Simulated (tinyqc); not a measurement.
Vacuum evaporation: vapour pressure, source flux, thickness distribution, purity and step coverage: one step, computed by the program tinyqc.

Molecular flow, unit sticking of the metal, no re-evaporation. The background gas is taken as water vapour (18.015 g/mol, collision diameter 0.37 nm) at 300 K.

Question. Scattering and purity. Mean free path lambda = k_B T_g/(sqrt2 pi d^2 p); unscattered share exp(-h/lambda); gas arrival p/sqrt(2 pi m_g k_B T_g); impurity ratio = sticking x gas arrival/metal arrival; monolayer time = 1e15 cm^-2/(sticking x gas arrival).

Inputs (values chosen for the exercise, modelled on copper, with constants for the liquid):

| quantity | value | unit |
|---|---|---|
| source temperature T | 1520 | K |
| source-to-wafer distance h | 45 | cm |
| background pressure p | 7e-08 | Pa |
| sticking of background gas | 1 | - |

arrival rate at the centre = 2.211709e+14 1/(cm^2 s)

Constants: k_B = 1.380649e-23 J/K; u = 1.6605390666e-27 kg.

Give: mean free path; unscattered share; gas arrival rate; impurity ratio; monolayer time.

Answer.

mean free path = 97283 m

unscattered share = 1.0000

gas arrival rate = 2.509e+11 1/(cm^2 s)

impurity ratio = 0.001134

monolayer time = 3986 s
